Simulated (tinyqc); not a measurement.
Comparisons within one model: Shockley-Read-Hall recombination through one deep level. A value that a table varies takes the place of the one given here.

One level at Et with degeneracy 1: tn = 1/(sn vth Nt), tp = 1/(sp_ vth Nt), n1 = Nc exp((Et - Eg)/kT), p1 = Nv exp(-Et/kT), ni^2 = n1 p1. Equilibrium p0 = Nm, n0 = ni^2/Nm; n = n0 + dn, p = p0 + dn. U = (n p - ni^2)/(tp (n + n1) + tn (p + p1)), lifetime dn/U; emission rates en = sn vth n1, ep = sp_ vth p1.

Constants: kB = 8.617333262e-05 eV/K.

Values chosen for the exercise (gap and densities of states near those of Si at this temperature; the results hold for these values, not for the real material): E1 = 0.49 eV (level (+1/0) above Ev); E2 = 0.713 eV (level (0/-1) above Ev); gm = 2 (degeneracy of the middle state, the others 1); T = 400 K; Eg = 1.085 eV (gap); Nc = 4.36e+19 1/cm^3 (conduction-band density of states); Nv = 1.71e+19 1/cm^3 (valence-band density of states); Nd = -3.7e+15 1/cm^3 (ionised shallow donors minus acceptors); Et = 0.49 eV (recombination level above Ev); Nt = 2.3e+15 1/cm^3 (defects); sn = 8.1e-16 cm^2 (electron capture cross-section); sp_ = 2.2e-15 cm^2 (hole capture cross-section); vth = 21000000 cm/s (thermal velocity, both carriers); Nm = 3.5e+16 1/cm^3 (equilibrium holes for the lifetime steps); dn = 5.4e+16 1/cm^3 (excess pairs).

## Charge state against the Fermi level (deep level with several charge states)

Energies from Ev. The defect has charge states +1, 0, -1 with weights 1, gm exp((EF - E1)/kT), exp((2 EF - E1 - E2)/kT); the shares are the weights over their sum. Boltzmann carriers: n = Nc exp((EF - Eg)/kT), p = Nv exp(-EF/kT). Neutrality: p - n + Nd + Nt <q> = 0.

Shares:
```
EF (eV)     +1      0     -1     <q>
0.065    1.000  0.000  0.000   1.000
0.152    1.000  0.000  0.000   1.000
0.239    0.999  0.001  0.000   0.999
0.325    0.984  0.016  0.000   0.984
0.412    0.828  0.172  0.000   0.828
0.499    0.278  0.721  0.001   0.277
0.586    0.030  0.958  0.012   0.018
0.673    0.002  0.863  0.135  -0.133
0.760    0.000  0.338  0.662  -0.661
0.846    0.000  0.040  0.960  -0.960
0.933    0.000  0.003  0.997  -0.997
1.020    0.000  0.000  1.000  -1.000
```

Where the levels are several kT apart the middle state rules between about E1 - kT ln gm = 0.466 and E2 + kT ln gm = 0.737 eV; its largest share listed is 0.958. Each step spreads from 10 % to 90 % over 4.4 kT = 0.151 eV.

## Defects against doping (deep level with several charge states)

Nt takes the listed multiples of |Nd|; the resistivity uses mobilities of 1000 (electrons) and 300 (holes) cm^2/(V s), chosen for the exercise, and e = 1.602176634e-19 C.

Neutral state:
```
Nt/|Nd|  EF (eV)  n (1/cm^3)  p (1/cm^3)  rho (ohm cm)
0.01      0.2912    4.35e+09    3.66e+15          5.68
0.10      0.2945    4.78e+09    3.33e+15          6.24
0.30      0.3030    6.13e+09    2.60e+15          8.00
0.60      0.3217    1.05e+10    1.51e+15          13.7
0.90      0.3590    3.11e+10    5.13e+14          40.6
1.10      0.4003    1.03e+11    1.55e+14           134
1.50      0.4434    3.60e+11    4.43e+13           458
3.00      0.4900    1.39e+12    1.15e+13      1.29e+03
10.00     0.5406    6.02e+12    2.64e+12           916
```

EF goes from 0.291 to 0.541 eV and the resistivity from 5.68 to 916 ohm cm, with a largest value of 1.29e+03. The largest move of EF, +0.051 eV, comes between Nt/|Nd| = 3 and 10; the levels lie at 0.49 and 0.713 eV. A defect can take up to one carrier of either sign, so the doping can be cancelled no earlier than Nt = |Nd|, there only if EF lies well beyond the level that takes the carriers and otherwise at larger Nt (mean charge +0.10 in the last row). The type changes along the table.

## Lifetime against injection

Recombination:
```
dn (1/cm^3)  lifetime (microsecond)  U (1/(cm^3 s))
1.0e+11                     0.02557        3.91e+18
1.0e+12                     0.02557        3.91e+19
1.0e+13                     0.02557        3.91e+20
1.0e+14                     0.02560        3.91e+21
1.0e+15                     0.02583        3.87e+22
1.0e+16                     0.02766        3.62e+23
1.0e+17                     0.03253        3.07e+24
1.0e+18                     0.03465        2.89e+25
```

The lifetime rises from 0.02557 to 0.03465 microsecond; tn + tp = 0.03497. At low injection it is tn (1 + p1/p0) + tp n1/p0 with n1/Nm = 4e-05 and p1/Nm = 0.00033: re-emission is negligible, so minority capture alone counts. Auger and radiative paths are left out; they cut in at the highest injections, and in a doped direct-gap crystal the radiative one counts at all injections. dn = dp neglects trapped charge, which matters where the traps hold a charge comparable with dn, at low injection and with very unequal cross sections.

## Where a level does most harm

Et takes the values listed; G = Nt en ep/(en + ep) in a depleted region; the lifetime is for dn = 1e11 1/cm^3.

Results:
```
Et (eV)  lifetime (microsecond)  G (1/(cm^3 s))
0.065                      1.92        2.40e+14
0.152                     0.177        3.00e+15
0.239                    0.0377        3.74e+16
0.325                    0.0266        4.53e+17
0.412                    0.0256        5.65e+18
0.499                    0.0256        6.56e+19
0.586                    0.0256        6.93e+19
0.673                    0.0256        6.02e+18
0.760                    0.0265        4.83e+17
0.846                    0.0370        3.98e+16
0.933                     0.168        3.19e+15
1.020                      1.80        2.56e+14
```

Generation peaks where en = ep, at Eg/2 + (kT/2) ln(sp_ Nv/(sn Nc)) = 0.544 eV; the largest value listed is at 0.586 eV, and G falls by a decade for each 0.079 eV away from the peak. The lifetime is within a factor 2 of its minimum, 0.0256 microsecond, from 0.239 to 0.846 eV: recombination tolerates a wide range of Et, generation a narrow one.

## What moves lifetime and leakage

G = Nt en ep/(en + ep). Each row changes one parameter from the base and keeps the others.

Results:
```
case                  lifetime (microsecond)  G (1/(cm^3 s))
base                                 0.03127        5.20e+19
Et = 0.53 eV                         0.03127        1.19e+20
sn = 1.62e-15 cm^2                   0.01849        9.98e+19
sp_ = 4.4e-15 cm^2                   0.02842        5.32e+19
Nt = 1.15e+15 1/cm^3                 0.06255        2.60e+19
Nm = 1.05e+17 1/cm^3                 0.02876        5.20e+19
dn = 1.62e+17 1/cm^3                 0.03330        5.20e+19
```

The largest shifts from the base row, up to three for each result and ties (the steps differ in size, so this ranks the rows, not the parameters). lifetime (microsecond): Nt +0.0313, sn -0.0128, sp_ -0.00286; unchanged at the printed digits by Et. G (1/(cm^3 s)): Et +6.72e+19, sn +4.78e+19, Nt -2.60e+19; unchanged at the printed digits by Nm and dn.

(tinyqc, `OMP_NUM_THREADS=1 python tinyqc.py 1651115 1651116 out.jsonl`, Intel(R) Xeon(R) Processor @ 2.30GHz, 1 thread, shared host, about 0.01 s.)
